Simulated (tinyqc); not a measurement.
Inputs raised by 2 %, one at a time: self-heating of a transistor with one or more fingers, with temperature-dependent conductivity. Computed by tinyqc, a small Python program. Command: `OMP_NUM_THREADS=1 python tinyqc.py 3008699 3008700 out.jsonl selfheat sens`. One thread of a shared host (Intel(R) Xeon(R) Processor @ 2.30GHz), about 0.1 s of CPU time with the checks.

N long parallel fingers lie on the top face of a slab whose bottom is held at T_0; the top is otherwise insulated, and heat flows in two dimensions. P in W/mm is 1000 P in W/m.

Inputs (values chosen for the exercise, modelled on diamond):
```
quantity                                      value        unit
conductivity at the base temperature kappa_0   1680     W/(m K)
exponent m in kappa ~ T^-m                     1.28           -
base temperature T_0                            323           K
power per gate width P                          6.3        W/mm
fingers N                                         6           -
finger pitch s                                   22  micrometre
width of the heat source w                     0.12  micrometre
substrate thickness t                           120  micrometre
phonon free path Lambda                         450          nm
power coefficient beta                          0.6      1e-3/K
```

Power: power rises with temperature.

Method:
- A line source of power P on the top face raises the top at distance x by (P/(pi kappa_0)) g(x), g(x) = -ln tanh(pi x/(4 t)) (the image sum for the slab). On a strip of width w the centre sees the mean of g over the strip, g_0 = 1 + ln(8 t/(pi w)) for w much below t.
- theta_i = (P/(pi kappa_0)) [g_0 + sum over j != i of g(|i - j| s)], with equal powers and constant conductivity; thermal resistance = largest theta/P.
- Kirchhoff transformation for kappa = kappa_0 (T/T_0)^-m: T = T_0 [1 - (m - 1) theta/T_0]^(-1/(m - 1)), where theta is the linear rise.
- The bracket vanishes at the power P T_0/((m - 1) theta).
- Near a source smaller than the free path, Fourier's law overstates the flow. Rough estimate: a strip that emits phonons into a half space adds a resistance times area of 4 Lambda/(3 kappa_0), from the ballistic flux C v Delta T/4 with kappa_0 = C v Lambda/3, so Delta T_b = 4 Lambda P/(3 kappa_0 w); Knudsen number Lambda/w.
- The power follows P [1 + beta (T - T_0)] with T the peak temperature, for all fingers alike. Start at T_0 and repeat; stop when T changes by less than 1e-6 K, after 50 steps, or when the bracket falls below 0.05.

Runs; columns: (1) input moved; (2) from; (3) to; (4) thermal resistance (K mm/W); (5) true rise (K); (6) peak temperature with feedback (K); (7) ballistic rise Delta T_b (K):
```
(1)                                       (2)     (3)     (4)     (5)     (6)     (7)
base run                                    -       -  3.0647  20.070  343.32  18.750
exponent m in kappa ~ T^-m               1.28  1.3056  3.0647  20.086  343.34  18.750
power per gate width P (W/mm)             6.3   6.426  3.0647  20.488  343.75  19.125
finger pitch s (micrometre)                22   22.44  3.0469  19.949  343.20  18.750
width of the heat source w (micrometre)  0.12  0.1224  3.0610  20.045  343.30  18.382
substrate thickness t (micrometre)        120   122.4  3.0863  20.217  343.48  18.750
phonon free path Lambda (nm)              450     459  3.0647  20.070  343.32  19.125
power coefficient beta (1e-3/K)           0.6   0.612  3.0647  20.070  343.33  18.750
```

Exponents ln(y'/y) / ln(x'/x):
```
input                       thermal resistance  true rise  peak temperature with feedback  ballistic rise Delta T_b
exponent m in kappa ~ T^-m               0.000      0.040                           0.002                         0
power per gate width P                   0.000      1.040                           0.063                         1
finger pitch s                          -0.294     -0.306                          -0.018                         0
width of the heat source w              -0.062     -0.064                          -0.004                        -1
substrate thickness t                    0.355      0.369                           0.022                         0
phonon free path Lambda                  0.000      0.000                           0.000                         1
power coefficient beta                   0.000      0.000                           0.001                         0
```

To which inputs is each result most sensitive?

Among the inputs moved here: thermal resistance answers most in size to substrate thickness t (exponent +0.355), next to finger pitch s (-0.294); its exponent is below 0.0005 for exponent m in kappa ~ T^-m, power per gate width P, phonon free path Lambda, power coefficient beta. Its exponent 0.000 in power per gate width P: R is defined for the linear problem. True rise answers most in size to power per gate width P (exponent +1.040), next to substrate thickness t (+0.369); its exponent is below 0.0005 for phonon free path Lambda, power coefficient beta. Its exponent +1.040 in power per gate width P: the linear regime. Peak temperature with feedback answers most in size to power per gate width P (exponent +0.063), next to substrate thickness t (+0.022); its exponent is below 0.0005 for phonon free path Lambda. Ballistic rise Delta T_b answers most in size to power per gate width P (exponent +1.000), and about equally to width of the heat source w (-1.000), phonon free path Lambda (+1.000); its exponent is below 0.0005 for exponent m in kappa ~ T^-m, finger pitch s, substrate thickness t, power coefficient beta. Its exponent -1.000 in width of the heat source w: the ballistic term goes as the flux P/w.

Caution (all rows): the source is narrower than two phonon free paths, so the Fourier result understates the rise at the source.
